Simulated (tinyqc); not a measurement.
Carrier lifetime from Shockley-Read-Hall, radiative, Auger and surface recombination: one step, computed by the program tinyqc.

Energies are counted from the top of the valence band. Boltzmann statistics, full ionisation, and equal excess densities of electrons and holes.

Problem. Capture times and SRH densities. v = sqrt(3 k_B T/m) with m_e or m_h; tau_n0 = 1/(sigma_n v_n N_t), tau_p0 = 1/(sigma_p v_p N_t); n1 = N_c exp(-(E_g - E_t)/k_B T), p1 = N_v exp(-E_t/k_B T).

Inputs (values chosen for the exercise, with bands modelled on CdTe):

| quantity | value | unit |
|---|---|---|
| gap E_g | 1.57 | eV |
| electron mass m_e | 0.0989 | m_0 |
| hole mass m_h | 0.633 | m_0 |
| temperature T | 250 | K |
| doping N | 2.1e+17 | cm^-3 |
| trap level E_t | 0.27 | eV |
| trap density N_t | 1.1e+14 | cm^-3 |
| electron cross-section sigma_n | 1.2e-16 | cm^2 |
| hole cross-section sigma_p | 5.6e-16 | cm^2 |

Doping: n-type. Surface term: two equal surfaces.

N_c = 5.937376e+17 cm^-3

N_v = 9.614035e+18 cm^-3

Constants: k_B = 1.380649e-23 J/K; m_0 = 9.1093837015e-31 kg; k_B = 8.617333262e-05 eV/K.

Give: v_n; v_p; tau_n0; tau_p0; n1; p1.

Solution.

v_n = 3.390e+07 cm/s

v_p = 1.340e+07 cm/s

tau_n0 = 2.235e-06 s

tau_p0 = 1.211e-06 s

n1 = 3.688e-09 cm^-3

p1 = 3.467e+13 cm^-3

Caution: the doping is near the effective density of states, where Boltzmann statistics fail and the gap narrows.
